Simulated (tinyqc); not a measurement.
Thin-film resistivity, exact integral against the thick limit.

Fuchs-Sondheimer for a film of thickness d, k = d/lam: rho0/rho = 1 - (3 (1 - ps)/(2 k)) int_1^infinity (t^-3 - t^-5)(1 - exp(-k t))/(1 - ps exp(-k t)) dt; thick limit rho/rho0 = 1 + 3 (1 - ps)/(8 k).

Values chosen for this exercise; metal values close to those of cobalt: bulk resistivity rho0 = 6.07 uohm cm; bulk mean free path lam = 11.5 nm; specular share of surface scattering ps = 0.

Result of one run:

| d (nm) | k | rho/rho0, exact | thick limit | error of the limit (%) | rho (uohm cm) |
|---|---|---|---|---|---|
| 1.1 | 0.09565 | 4.925 | 4.920 | -0.0949 | 29.90 |

What becomes of these results when the film thickness d is changed from 1.1 to 8.1 nm, all else the same?

Result of the changed run:

| d (nm) | k | rho/rho0, exact | thick limit | error of the limit (%) | rho (uohm cm) |
|---|---|---|---|---|---|
| 8.1 | 0.7043 | 1.658 | 1.532 | -7.58 | 10.06 |

The whole series:

| d (nm) | k | rho/rho0, exact | thick limit | error of the limit (%) | rho (uohm cm) |
|---|---|---|---|---|---|
| 0.57 | 0.04957 | 7.776 | 8.566 | 10.2 | 47.20 |
| 1.1 | 0.09565 | 4.925 | 4.920 | -0.0949 | 29.90 |
| 2.2 | 0.1913 | 3.178 | 2.960 | -6.86 | 19.29 |
| 4.2 | 0.3652 | 2.227 | 2.027 | -8.98 | 13.52 |
| 8.1 | 0.7043 | 1.658 | 1.532 | -7.58 | 10.06 |
| 16 | 1.391 | 1.327 | 1.270 | -4.33 | 8.055 |
| 31 | 2.696 | 1.159 | 1.139 | -1.72 | 7.036 |
| 59 | 5.130 | 1.079 | 1.073 | -0.530 | 6.548 |
| 120 | 10.43 | 1.037 | 1.036 | -0.129 | 6.296 |

rho/rho0 falls from 7.78 to 1.04. The error of the thick limit goes from 10 through a minimum of -9.0 (at d = 4.2 nm among the rows listed) to -0.13 %; it stays within 5 % for k of 1.391 and above among the rows listed. The change of sign at small k is a crossing of two different laws, not agreement.

Program tinyqc, `OMP_NUM_THREADS=1 python tinyqc.py 2100088 2100089 out.jsonl`; Intel Xeon 2.30GHz, shared host, one thread, about 0.01 s.
